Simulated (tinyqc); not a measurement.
What moves the results: optical gain and spontaneous emission in a bulk direct-gap semiconductor. A value that a table varies takes the place of the one given here.

Parabolic bands, vertical transitions, no excitons. For each hole band j: mr = me mj/(me + mj); joint density of states J_j(E) = (mr/c)^(3/2) sqrt(E - Eg)/(2 pi^2), both spins, c = hbar^2/2m0; averaged matrix element |e.p|^2 = m0 Ep/6; alpha_j(E) = 4 pi^2 alpha_f c Ep J_j/(3 nr E) in 1/angstrom (alpha_f the fine-structure constant, listed as alpha among the constants), times 1e8 for 1/cm.

F_j(eta) = (1/Gamma(j + 1)) integral_0^infinity x^j dx/(1 + exp(x - eta)), which tends to exp(eta) for eta << 0.

Quasi-Fermi levels: n = Nc F_1/2(Fc/kT) and p = Nv F_1/2(Fv/kT), Fc counted up from the conduction edge and Fv down from the valence edge; Nc, Nv from N = 2 (m kB T/(4 pi c))^(3/2) with c = hbar^2/2m0, in 1/angstrom^3; times 1e24 for 1/cm^3, with me and (mhh^(3/2) + mlh^(3/2))^(2/3).

For band j the electron sits at Ee = (E - Eg) mr/me above its edge and the hole at Eh = (E - Eg) mr/mj; fe = 1/(1 + exp((Ee - Fc)/kT)), fh = 1/(1 + exp((Eh - Fv)/kT)); gain g = sum_j alpha_j (fe + fh - 1).

Spontaneous rate: R = integral of (nr E/(hbar c))^2/(pi^2 hbar) sum_j alpha_j fe fh dE, with alpha in 1/cm and (nr E/(hbar c))^2 in 1/cm^2 (1e16 per 1/angstrom^2); B = R/(n p); lifetime n/R.

Constants: hbar^2/2m0 = 3.80998211 eV angstrom^2; fine-structure constant alpha = 0.007297352564; kB = 8.617333262e-05 eV/K; hbar = 6.58211957e-16 eV s; hbar c = 1973.269805 eV angstrom.

Values chosen for the exercise (near those of GaAs; the results hold for these values, not for the real material): Eg = 1.45 eV (direct gap); me = 0.0659 m0 (electron mass); mhh = 0.502 m0 (heavy-hole mass); mlh = 0.0787 m0 (light-hole mass); Ep = 26.6 eV (Kane energy); nr = 3.6 (refractive index); T = 400 K; n = 1.4e+18 1/cm^3 (injected density, n = p).

## Peak gain against injection

The peak is the largest g over E; a dash marks no gain.

Gain:

| n (1/cm^3) | Fc (eV) | Fv (eV) | peak gain (1/cm) | peak E - Eg (eV) | B (cm^3/s) |
|---|---|---|---|---|---|
| 9.3e+17 | 0.0292 | -0.0941 | - | - | 1.56e-10 |
| 1.5e+18 | 0.0558 | -0.0772 | - | - | 1.47e-10 |
| 2.1e+18 | 0.0778 | -0.0651 | 43 | 0.0044 | 1.38e-10 |
| 2.6e+18 | 0.0937 | -0.0573 | 201 | 0.0131 | 1.32e-10 |
| 3.3e+18 | 0.1136 | -0.0485 | 458 | 0.0246 | 1.25e-10 |
| 4.3e+18 | 0.1389 | -0.0385 | 825 | 0.0398 | 1.15e-10 |
| 5.6e+18 | 0.1685 | -0.0284 | 1265 | 0.0572 | 1.06e-10 |
| 7.4e+18 | 0.2052 | -0.0173 | 1801 | 0.0777 | 9.55e-11 |

transparency density (Fc + Fv = 0) = 1.86e+18 1/cm^3

Gain starts at 1.86e+18 1/cm^3, where Fc = -Fv = 0.0695 eV: with Nv/Nc = 22 the electrons must be degenerate before the holes are. The slope of peak gain against n is 3.16e-16 cm^2 between the first two rows with gain and 2.98e-16 between the last two; the peak moves from 0.0044 to 0.0777 eV above the gap as the bands fill, and B falls by a factor 1.64. Line broadening and gap shrinkage are left out.

## Gain spectrum

At the density n.

Spectrum:

| E - Eg (eV) | alpha, empty (1/cm) | fe, heavy | fh, heavy | g (1/cm) |
|---|---|---|---|---|
| 0.005 | 1866 | 0.797 | 0.089 | -210 |
| 0.010 | 2630 | 0.776 | 0.088 | -352 |
| 0.020 | 3694 | 0.728 | 0.085 | -663 |
| 0.030 | 4494 | 0.674 | 0.082 | -1032 |
| 0.045 | 5449 | 0.585 | 0.079 | -1699 |
| 0.060 | 6229 | 0.490 | 0.075 | -2483 |
| 0.080 | 7099 | 0.365 | 0.070 | -3647 |
| 0.100 | 7835 | 0.256 | 0.066 | -4843 |
| 0.130 | 8763 | 0.138 | 0.060 | -6504 |
| 0.170 | 9774 | 0.054 | 0.053 | -8290 |
| 0.220 | 10786 | 0.016 | 0.045 | -9897 |

Fc + Fv = -0.0280 eV

No listed energy has gain; the carriers only bleach the edge. At 0.220 eV above the gap g is -0.92 times the absorption of the empty crystal, whose limit is -1.

## Transparency density and B against temperature

Eg is held fixed; B is taken at n = 1e15 1/cm^3.

Results:

| T (K) | transparency density (1/cm^3) | Fc/kT there | B (cm^3/s) |
|---|---|---|---|
| 100 | 2.33e+17 | 2.015 | 1.37e-09 |
| 150 | 4.27e+17 | 2.015 | 7.48e-10 |
| 200 | 6.58e+17 | 2.015 | 4.88e-10 |
| 250 | 9.19e+17 | 2.015 | 3.51e-10 |
| 300 | 1.21e+18 | 2.015 | 2.68e-10 |
| 350 | 1.52e+18 | 2.015 | 2.14e-10 |
| 400 | 1.86e+18 | 2.015 | 1.76e-10 |
| 500 | 2.60e+18 | 2.015 | 1.27e-10 |

Fc/kT at transparency stays at 2.015, since it depends on Nv/Nc alone, so the density goes as T^1.50. B goes as T^-1.48, against T^-1.5 for non-degenerate carriers: hot carriers spread over k and fewer pairs share a wave vector.

## What moves transparency and gain

Transparency is Fc + Fv = 0; the peak is the largest g over E at the density n (0 if none). Each row changes one parameter from the base and keeps the others.

Results:

| case | transparency density (1/cm^3) | Fc + Fv (eV) | peak gain (1/cm) |
|---|---|---|---|
| base | 1.86e+18 | -0.0280 | 0 |
| me = 0.0758 m0 | 2.13e+18 | -0.0399 | 0 |
| mhh = 0.301 m0 | 1.44e+18 | -0.0026 | 0 |
| Ep = 29.3 eV | 1.86e+18 | -0.0280 | 0 |
| T = 440 K | 2.15e+18 | -0.0455 | 0 |
| n = 1.82e+18 1/cm^3 | 1.86e+18 | -0.0022 | 0 |
| nr = 3.78 | 1.86e+18 | -0.0280 | 0 |

The largest shifts from the base row, up to three for each result and ties (the steps differ in size, so this ranks the rows, not the parameters). transparency density (1/cm^3): mhh -4.21e+17, T +2.86e+17, me +2.70e+17; unchanged at the printed digits by Ep, n and nr. Fc + Fv (eV): n +0.0258, mhh +0.0254, T -0.0174; unchanged at the printed digits by Ep and nr. peak gain (1/cm): unchanged at the printed digits by me, mhh, Ep, T, n and nr.

Run: tinyqc, `OMP_NUM_THREADS=1 python tinyqc.py 1681207 1681208 out.jsonl`; Intel(R) Xeon(R) Processor @ 2.30GHz, one thread, shared host; about 0.1 s of CPU time with all checks.
